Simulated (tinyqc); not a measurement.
Inside a calculation. Method: RHF in the sto-3g basis, for BeH+, spin multiplicity 1. One step of it, computed by the program tinyqc.

Task: Iteration 2: DIIS coefficients. Solve [B -1; -1 0][c; lambda] = [0; -1] for the coefficients, which sum to one.

B (overlaps of the stored error matrices):
```
                1               2
1   3.5971703e+01  -6.8260159e-02
2  -6.8260159e-02   2.2599764e-01
```

Give: DIIS coefficients.

Result:

DIIS coefficients: 0.0081  0.9919
